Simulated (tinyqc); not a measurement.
Worked calculation: band edges of strained Si(1-x)Ge(x) on relaxed Si(1-y)Ge(y). Values are carried at full precision from step to step, so a last printed digit may differ when a step is redone from the rounded ones.

Values are linear in the Ge fraction but for ED(x) = linear - CD x (1 - x) and a(x) = linear - Ca x (1 - x). Energies are on the common scale of Ev.

Inputs chosen for the exercise (end members near Si and Ge, in this order; the results hold for these values, not for the real material):
```
symbol  value           unit      meaning
a       (5.43, 5.657)   angstrom  lattice constant
Dso     (0.045, 0.29)   eV        spin-orbit splitting
av      (2.47, 1.25)    eV        valence hydrostatic potential
b       (-2.1, -2.55)   eV        tetragonal shear potential
d       (-4.85, -5.27)  eV        trigonal shear potential
C11     (167.3, 127.5)  GPa
C12     (64.2, 48.8)    GPa
C44     (78.6, 66.1)    GPa
Ev      (0, 0.66)       eV        top of the unstrained valence band
ED      (1.143, 0.925)  eV        gap to the Delta valleys
EL      (2.045, 0.744)  eV        gap to the L valleys
aD      (1.56, 1.23)    eV        hydrostatic potential of the Delta gap
aL      (-3.14, -2.6)   eV        hydrostatic potential of the L gap
XuD     (9.46, 9.16)    eV        uniaxial potential, Delta
XuL     (16.74, 14.99)  eV        uniaxial potential, L
CD      0.219           eV        bowing of the Delta gap
Ca      0               angstrom  bowing of the lattice constant
x       0.17                      Ge fraction of the layer
y       0                         Ge fraction of the relaxed buffer
face    001                       growth face
```

## Values of the layer and the buffer

Interpolate at x and at y.

Interpolated values (a in angstrom, C11, C12, C44 in GPa, all else in eV):
```
symbol     layer    buffer
a         5.4686    5.4300
Dso       0.0867    0.0450
av        2.2626    2.4700
b        -2.1765   -2.1000
d        -4.9214   -4.8500
C11     160.5340  167.3000
C12      61.5820   64.2000
C44      76.4750   78.6000
Ev        0.1122    0.0000
ED        1.0750    1.1430
EL        1.8238    2.0450
aD        1.5039    1.5600
aL       -3.0482   -3.1400
XuD       9.4090    9.4600
XuL      16.4425   16.7400
```

## Strain of the layer on a (001) buffer

Coherent growth on a (001) face: e_par = (a(y) - a(x))/a(x), e_perp = -2 (C12/C11) e_par; exx = eyy = e_par, ezz = e_perp, no shear.

Use the elastic constants of the layer.

e_par = -0.007057
e_perp = 0.005414

strain tensor in the cubic axes:
```
           x          y         z
x  -0.007057   0.000000  0.000000
y   0.000000  -0.007057  0.000000
z   0.000000   0.000000  0.005414
```

The layer is under compression in the plane; its volume changes by -0.870 %.

## Conduction valleys of the layer

A valley with unit axis u lies at Ev + gap + (av + a_valley) tr(e) + Xu (u.e.u - tr(e)/3); the Delta axes are x, y, z and the L axes [111], [1-1-1], [-11-1], [-1-11]. The second-order shift of the Delta valleys under shear is left out; it lowers the pair normal to the sheared plane by tens of meV at a shear of 1 %.

Give the hydrostatic shifts, the uniaxial shifts and the edges.

hydrostatic shifts of Delta and L (eV): -0.0328  0.0068

uniaxial shifts (eV): Delta x -0.0391, Delta y -0.0391, Delta z 0.0782, L [111] 0.0000, L [1-1-1] 0.0000, L [-11-1] 0.0000, L [-1-11] 0.0000

valley edges (eV): Delta x 1.1154, Delta y 1.1154, Delta z 1.2327, L [111] 1.9429, L [1-1-1] 1.9429, L [-11-1] 1.9429, L [-1-11] 1.9429

The lowest set is Delta4 (the digit counts whole valleys) at 1.1154 eV; the Delta valleys spread over 117 meV and the L valleys over 0 meV.

## Valence edges of the layer

Valence edges: Ev plus the levels of the 6 x 6 matrix of X, Y, Z times spin with -Dso/3 + l exx + m (eyy + ezz) on the diagonal (cyclic), n exy off it, l = av + 2 b, m = av - b, n = sqrt(3) d. Spin-orbit term (Dso/3) L.sigma on X, Y, Z with (L_k)_ij = -i epsilon_kij: <X+|H|Y+> = -i Dso/3, <X+|H|Z-> = Dso/3, <Y+|H|Z-> = -i Dso/3, <Z+|H|X-> = -Dso/3, <Z+|H|Y-> = i Dso/3, <X-|H|Y-> = i Dso/3, and their conjugates; + and - are the spin along z.

Give the strain block and the three twofold edges.

strain block (eV), lower triangle:
```
        X       Y        Z
X  0.0075
Y       0  0.0075
Z       0       0  -0.0740
```

edges from the top (eV): 0.1197  0.0842  -0.0129

The top two edges are split by 35 meV.

## Gap and offsets against the buffer

Buffer: Ev(y) and Ec = Ev(y) + min(ED, EL). dEc = Ec(buffer) - Ec(layer), dEv = Ev(layer) - Ev(buffer); positive values confine the carrier in the layer; type I if both have one sign.

gap of the strained layer = 0.9957 eV
gap of the buffer = 1.1430 eV
dEc = 0.0276 eV
dEv = 0.1197 eV

Type I: electrons collect in the layer (28 meV) and holes in the layer (120 meV). The relaxed layer would have a gap of 1.075 eV, so strain has moved it by -79 meV. An offset this small is within the spread of published parameter sets, so the type is not settled by this model.

## Checks

- Mean of the three Delta edges against the hydrostatic shift alone (eV): both 1.15447.

Program tinyqc; command `OMP_NUM_THREADS=1 python tinyqc.py 1080237 1080238 out.jsonl`; about 0.01 s on one thread of a shared Intel(R) Xeon(R) Processor @ 2.30GHz.
